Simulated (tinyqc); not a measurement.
Short-channel transistor, virtual-source model with series resistance: effect of the threshold at zero drain voltage on the on and off currents.

The current per gate width is the charge at the top of the source barrier (the virtual source) times its velocity times a saturation function; al and be are fitting constants of the model. Units: I in uA/um, Rs in ohm um, so I Rs = 1e-6 I Rs in volts; Q in uC/cm^2, so I = 1e-4 Q vx0 Fsat with vx0 in cm/s.

Intrinsic voltages Vg' = Vgs - I Rs, Vd' = Vds - 2 I Rs. n = n0 + nd Vd', VT = VT0 - dl Vd', Ff = 1/(1 + exp((Vg' - VT + al Vt/2)/(al Vt))), Q = Cinv n Vt ln(1 + exp((Vg' - VT + al Vt Ff)/(n Vt))), Vdsat = (vx0 L/mu)(1 - Ff) + Vt Ff, Fsat = u/(1 + u^be)^(1/be) with u = Vd'/Vdsat, and I = Q vx0 Fsat per width. I is solved self-consistently. Ion is I at Vgs = Vds = 0.8 V, Ioff at Vgs = 0, Vds = 0.8 V, and Rlin = Vds/I at Vgs = 0.8 V, Vds = 0.05 V.

Inputs (values chosen for the exercise):
```
symbol,value,unit,meaning
T,273,K,temperature
Cinv,2.77,uF/cm^2,inversion capacitance
vx0,1.13e7,cm/s,velocity at the virtual source
mu,570,cm^2/(V s),apparent mobility
L,16,nm,channel length
dl,0.166,V/V,drain-induced barrier lowering
n0,1.31,,subthreshold factor
nd,0.2,1/V,growth of n with drain voltage
al,3.5,,threshold shift (in units of Vt) from weak to strong inversion
be,2,,sharpness of saturation
Rs,30,ohm um,series resistance of each contact
```

Constants: q = 1.602176634e-19 C, kB = 1.380649e-23 J/K, Vt = kB T/q. Results are converted to the units shown.

Effect of the threshold at zero drain voltage on the on and off currents:

| VT0 (V) | Ion (uA/um) | Ioff (nA/um) | log10(Ion/Ioff) | Rlin (ohm um) |
|---|---|---|---|---|
| 0.15 | 2176 | 1.009e5 | 1.334 | 76.96 |
| 0.2 | 2037 | 4.703e4 | 1.637 | 78.55 |
| 0.25 | 1898 | 1.812e4 | 2.020 | 80.46 |
| 0.3 | 1759 | 5889 | 2.475 | 82.80 |
| 0.35 | 1620 | 1688 | 2.982 | 85.74 |
| 0.4 | 1481 | 445.8 | 3.522 | 89.52 |
| 0.45 | 1343 | 112.1 | 4.079 | 94.53 |
| 0.5 | 1204 | 27.38 | 4.643 | 101.4 |

What does the comparison show?

As VT0 goes from 0.15 to 0.5 V, Ion falls from 2180 to 1200 uA/um, Ioff falls from 1.01e5 to 27.4 nA/um and Rlin rises from 77.0 to 101 ohm um. Ion changes by a factor of 0.554 and Ioff by 2.71e-4. The off current depends on it through an exponential, the on current about linearly. For VT0 = 0.15 to 0.35 V the off current passes 1 uA/um, so the device is hardly off at Vgs = 0.

Computed by the program tinyqc: `OMP_NUM_THREADS=1 python tinyqc.py 2380066 2380067 out.jsonl`, one thread of a shared Intel Xeon 2.30GHz, about 0.01 s for the whole run.
